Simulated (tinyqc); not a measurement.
Comparisons within one model: periodic multilayer mirror for extreme ultraviolet light. A value that a table varies takes the place of the one given here.

s polarisation, vacuum above. q_j = sqrt(N_j^2 - sin^2 theta); interface r_jk = (q_j - q_k)/(q_j + q_k) exp(-2 (2 pi/lam)^2 q_j q_k sg^2) (Nevot-Croce; sg = 0 if not given); phase factor of a layer x_j = exp(4 pi i q_j d_j/lam). Each period has the spacer (thickness (1 - Gm) L) on top of the absorber (Gm L). In this recursion R is the amplitude; R in tables and results is the reflectance, its squared modulus. The substrate is of the spacer material. Starting with R = 0 in it, each interface upward gives R -> (r + R x)/(1 + r R x), x that of the layer below the interface (1 for the substrate).

Inputs chosen for the exercise (optical constants near those of Mo and Si at 13.5 nm; shifted at random, so the results belong to these values and not to a real crystal):
- lam = 13.5 nm (wavelength)
- dA = (0.0756, 0.00659) (delta and beta of the absorber, N = 1 - delta + i beta)
- dS = (0.0012, 0.00183) (delta and beta of the spacer and the substrate)
- L = 7.07 nm (period)
- Gm = 0.35 (absorber share of the period)
- theta = 12 degrees (angle from the normal)
- sg = 0.5 nm (interface roughness)
- Np = 60 (periods)

## Number of periods

The last column sets both beta to zero.

Reflectance:

| periods | R | R without absorption |
|---|---|---|
| 5 | 0.084 | 0.094 |
| 10 | 0.257 | 0.314 |
| 15 | 0.420 | 0.546 |
| 20 | 0.537 | 0.725 |
| 30 | 0.653 | 0.912 |
| 40 | 0.689 | 0.974 |
| 50 | 0.700 | 0.992 |
| 60 | 0.703 | 0.998 |
| 80 | 0.704 | 1.000 |
| 100 | 0.704 | 1.000 |

R reaches 0.689 at 40 periods and 0.704 at 100; it stays within 0.01 of the last value from 50 periods on. Without absorption the last value is 1.000: absorption, not the count of layers, caps the mirror, and the roughness, which weakens each reflection, lowers that cap further.

## Wavelength

The optical constants are held fixed.

Reflectance:

| lam (nm) | R |
|---|---|
| 12.9 | 0.065 |
| 13.0 | 0.124 |
| 13.1 | 0.189 |
| 13.2 | 0.450 |
| 13.3 | 0.606 |
| 13.4 | 0.674 |
| 13.5 | 0.703 |
| 13.6 | 0.696 |
| 13.7 | 0.583 |
| 13.8 | 0.143 |
| 13.9 | 0.163 |
| 14.0 | 0.042 |
| 14.1 | 0.079 |
| 14.2 | 0.019 |
| 14.3 | 0.044 |

The largest value listed is 0.703 at 13.5 nm, against lam_B = 2 L Re(mean q) = 13.437 nm; the peak lies on the long side, where the nodes of the standing wave fall in the absorber. R exceeds half of that from 13.2 to 13.7 nm of the wavelengths listed, at least 3.7 % of the wavelength; a chain of ten mirrors narrows it, since R^10 falls to half where R has lost only 7 %.

## Absorber share

For each Gm the period is set so that lam_B = 2 L Re(mean q) equals lam - 0.09 nm.

Results:

| Gm | L (nm) | R |
|---|---|---|
| 0.15 | 6.945 | 0.524 |
| 0.20 | 6.972 | 0.624 |
| 0.25 | 7.000 | 0.672 |
| 0.30 | 7.028 | 0.695 |
| 0.35 | 7.056 | 0.705 |
| 0.40 | 7.084 | 0.707 |
| 0.45 | 7.113 | 0.702 |
| 0.50 | 7.142 | 0.691 |
| 0.60 | 7.200 | 0.650 |
| 0.70 | 7.260 | 0.573 |

The largest value listed is 0.707 at 0.4. The contrast of a period goes as sin(pi Gm) and is largest at 0.5, while the loss grows with Gm; R is 0.691 at 0.5, 0.695 at 0.3 and 0.573 at 0.7. Absorption pulls the best share below 0.5.

## Angle of incidence

Results:

| theta (degrees) | lam_B (nm) | R |
|---|---|---|
| 0 | 13.755 | 0.392 |
| 2 | 13.746 | 0.417 |
| 4 | 13.719 | 0.481 |
| 6 | 13.675 | 0.559 |
| 8 | 13.613 | 0.626 |
| 10 | 13.534 | 0.675 |
| 12 | 13.437 | 0.703 |
| 14 | 13.322 | 0.691 |
| 16 | 13.190 | 0.420 |
| 18 | 13.041 | 0.175 |
| 20 | 12.875 | 0.092 |

lam_B = 2 L Re(mean q) falls with the angle, from 13.755 to 12.875 nm; the largest value listed is 0.703 at 12 degrees. R stays above 90 % of that value at 10, 12 and 14 degrees, which bounds the cone of light that a mask or mirror with this period accepts.

## Tolerances

R of the mirror, and R^10 for a chain of ten such mirrors. Each row changes one parameter from the base and keeps the others.

Results:

| case | R | R^10 |
|---|---|---|
| base | 0.7029 | 0.0294 |
| L = 7.11 nm | 0.6842 | 0.0225 |
| Gm = 0.39 | 0.7074 | 0.0314 |
| theta = 14 degrees | 0.6908 | 0.0247 |
| sg = 0.7 nm | 0.6777 | 0.0204 |
| dA = (0.0756, 0.00791) | 0.6756 | 0.0198 |
| lam = 13.55 nm | 0.7051 | 0.0304 |

The largest shifts from the base row, up to three for each result and ties (the steps differ in size, so this ranks the rows, not the parameters). R: dA -0.0273, sg -0.0252, L -0.0187. R^10: dA -0.00962, sg -0.00901, L -0.00695.

Run: tinyqc, `OMP_NUM_THREADS=1 python tinyqc.py 1651672 1651673 out.jsonl`; Intel(R) Xeon(R) Processor @ 2.30GHz, one thread, shared host; about 0.01 s of CPU time with all checks.
